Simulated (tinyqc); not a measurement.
Inside a calculation. Method: Luttinger-Kohn k.p, four valence bands. One step of it, computed by the program tinyqc.

Task: Levels at k. Diagonalise the Hermitian matrix.

H(k) at k (eV), order 3/2, 1/2, -1/2, -3/2:
$$\begin{pmatrix}
0.164413 & 0.039594+0.014254i & -0.005493-0.007424i & 0.000000 \\
0.039594-0.014254i & 0.209904 & 0.000000 & -0.005493-0.007424i \\
-0.005493+0.007424i & 0.000000 & 0.209904 & -0.039594-0.014254i \\
0.000000 & -0.005493+0.007424i & -0.039594+0.014254i & 0.164413
\end{pmatrix}$$

Give: eigenvalues.

Result:

eigenvalues (eV): [0.1384, 0.1384, 0.2359, 0.2359]
